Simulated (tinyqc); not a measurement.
# Cell-based percolation model of oxide breakdown: effects of single changes

The oxide, of thickness n a, is cut into cubic cells. A cell is defective with the chance l = 1 - exp(-a^3 N), N = N1 (t/1 s)^al. A column of n defective cells breaks the oxide down, and the area holds M = A/a^2 independent columns: 1 - F = (1 - l^n)^M.

Inputs (values chosen for the exercise): edge of a cell a = 0.8 nm; cells across the oxide n = 5; area A = 1300 um^2; exponent of defect growth al = 0.79; defect density after 1 s N1 = 3.6e17 cm^-3.

Each table varies one quantity; the others keep the values above.

## Effect of the thickness

At F = 1 - 1/e: l_c = (1 - exp(-1/M))^(1/n), N_bd = -ln(1 - l_c)/a^3, t63 = (N_bd/N1)^(1/al). W = ln(-ln(1 - F)); for small l, W = ln M + n ln(a^3 N), so the Weibull slope is n al.

Effect of the thickness:
```
n        l_c  N_bd (cm^-3)   t63 (s)  slope at t63
1  4.923e-10      9.615e11  8.813e-8        0.7900
2   2.219e-5      4.334e16   0.06857         1.580
3   7.896e-4      1.543e18     6.310         2.369
4   0.004710      9.222e18     60.66         3.153
5    0.01375      2.705e19     236.9         3.923
6    0.02810      5.567e19     590.6         4.673
7    0.04681      9.363e19      1141         5.399
8    0.06863      1.389e20      1878         6.098
9    0.09243      1.894e20      2783         6.771
```

Read the table: what changes, and by how much?

N_bd rises from 9.62e11 to 1.89e20 cm^-3 and the slope rises from 0.790 to 6.77, against n al = 0.790 to 7.11. A thin oxide needs few defects in a row, so it breaks at a lower density and with a wider spread; at n = 1 one defect suffices. For n = 1 t63 is under a microsecond, a formal extension of the power law of defect growth.

## Effect of the area

Same model as above.

Effect of the area:
```
A (um^2)       l_c  N_bd (cm^-3)  t63 (s)  slope at t63
0.0014      0.2148      4.722e20     8844         3.492
0.023       0.1227      2.557e20     4068         3.697
0.38       0.07003      1.418e20     1929         3.808
6.4        0.03981      7.935e19    924.9         3.870
110        0.02254      4.453e19    445.2         3.905
1800       0.01289      2.534e19    218.0         3.924
31000     0.007294      1.430e19    105.7         3.936
5.1e5     0.004166      8.154e18    51.91         3.942
8.6e6     0.002368      4.630e18    25.36         3.945
```

Read the table: what changes, and by how much?

t63 falls from 8840 to 25.4 s, as A^(-0.28) between the first two rows and A^(-0.25) between the last two, against -1/(n al) = -0.25; the slope at t63 rises from 3.49 to 3.95, nearer to n al where l_c is small.

Program tinyqc, `OMP_NUM_THREADS=1 python tinyqc.py 2070009 2070010 out.jsonl`; Intel Xeon 2.30GHz, shared host, one thread, about 0.01 s.
